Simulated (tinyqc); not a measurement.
Epitaxial growth on a vicinal surface: Burton-Cabrera-Frank step flow, step-edge barrier and island nucleation: one step, computed by the program tinyqc. Command: `OMP_NUM_THREADS=1 python tinyqc.py 3013625 3013626 out.jsonl stepflow walk`. One thread of a shared host (Intel(R) Xeon(R) Processor @ 2.30GHz), about 0.01 s of CPU time with the checks.

Adatoms land at rate F, hop on a square grid (a simplification for hexagonal faces), desorb, or join steps. Lengths are in units of a and n is the adatom coverage. Steps ascend at x = 0 and descend at x = l.

Task: Terrace solution. D n'' - n/tau + F = 0 with n(0) = n_eq and -l_s n'(l) = n(l) - n_eq. With u = n - F tau, A = n_eq - F tau, y = l/x_s, s = l_s/x_s: u = A cosh(x/x_s) + B sinh(x/x_s), B = A (1 - cosh y - s sinh y)/(sinh y + s cosh y). Flux into the ascending step J+ = D B/x_s, over the descending one J- = -(D/x_s)(A sinh y + B cosh y); step velocity J+ + J-; growth rate (J+ + J-)/l. For small y: J+ + J- = (F - n_eq/tau) l, J-/J+ = l/(l + 2 l_s). The coverage peaks where n' = 0, tanh(x/x_s) = -B/A.

Inputs (values chosen for the exercise, close to those used for Ge(001)): deposition rate F = 1.3 layers/s; temperature T = 470 C; critical nucleus size i = 1.

D = 2.771633e+08 a^2/s

lifetime tau = 31379.04 s

diffusion length x_s = 2949088 a

equilibrium coverage n_eq = 7.573116e-08

terrace width l = 201.9674 a

Schwoebel length l_s = 0 a

Give: J+; J-; growth rate; peak coverage; position of the peak.

Result:

J+ = 131.3 atoms per step site and s

J- = 131.3 atoms per step site and s

growth rate = 1.300 layers/s

peak coverage = 2.399e-05

position of the peak = 101.0 a

Caution: twice the distance from the ascending step to the coverage peak exceeds the expected island spacing [0.25 (F/D)^(i/(i+2)) exp(E_i/((i+2) k_B T))]^(-1/2) by 40 % or more, so islands nucleate and the step-flow values are formal.
